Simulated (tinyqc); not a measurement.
Level against rehybridisation: Weaire-Thorpe hybrids on a Bethe lattice: gap and dangling bond of an amorphous tetrahedral solid.

Four sp3 hybrids an atom at energy 0, coupled by -V1 on the atom and by -V2 along a bond; the bonds form a tree (no rings). For any network the gap runs at least from -V2 + V1 to V2 - 3 V1, and p-like states pile up at -V2 + V1 and V2 + V1. On the tree the gap is wider: it ends at Ec = -V1 + sqrt(V2^2 + 4 V1^2 - 2 sqrt3 V1 V2), which makes it well wider than the gaps of the real glasses. A branch seen from a hybrid has the self-energy S = V2^2 g, where g is the Green function of the hybrid across the bond, whose three partners carry S themselves. With a = z - V1, b = a - S: g = 1/(a + V1 b/(b + 3 V1)), z = E + i eta. A full atom has G = (1/b)(b + 3 V1)/(b + 4 V1) per hybrid; a dangling hybrid with shift dh has G = 1/(1/g - dh).

Parameters, chosen for this exercise (out of a larger set: of the size of tabulated hybrid energies for tetrahedral carbon; not measured data): V1 = 2.13 eV (coupling of two hybrids on one atom); V2 = 10.43 eV (coupling of the two hybrids of a bond).

Root of 1/g(E) = dh for eta = 0 in the gap of the tree, between Ev = -V2 + V1 and Ec; a dash: none. A flatter atom makes the hybrid more p-like (dh > 0, up to V1), a more pyramidal one more s-like (dh < 0).

Level:
```
dh (eV)   E (eV)  above Ev (eV)  weight
-3.0     -2.6407         5.6593   0.877
-2.5     -2.2013         6.0987   0.880
-2.0     -1.7608         6.5392   0.882
-1.5     -1.3196         6.9804   0.882
-1.0     -0.8787         7.4213   0.881
-0.5     -0.4385         7.8615   0.879
0.0       0.0000         8.3000   0.875
0.5       0.4361         8.7361   0.869
1.0       0.8687         9.1687   0.861
```

What does the comparison show?

A level exists for 9 of the 9 rows, from dh = -3 (5.659 eV above Ev) to 1 (9.169 eV); the gap of the tree is 13.239 eV. Its slope dE/d(dh) is the weight, largest at dh = -1.5 (0.88). A level that rises as the atom flattens is why an emptied dangling bond relaxes flat and a doubly filled one pyramidal.

(tinyqc, `OMP_NUM_THREADS=1 python tinyqc.py 1481323 1481324 out.jsonl`, Intel(R) Xeon(R) Processor @ 2.30GHz, 1 thread, shared host, about 0.02 s.)
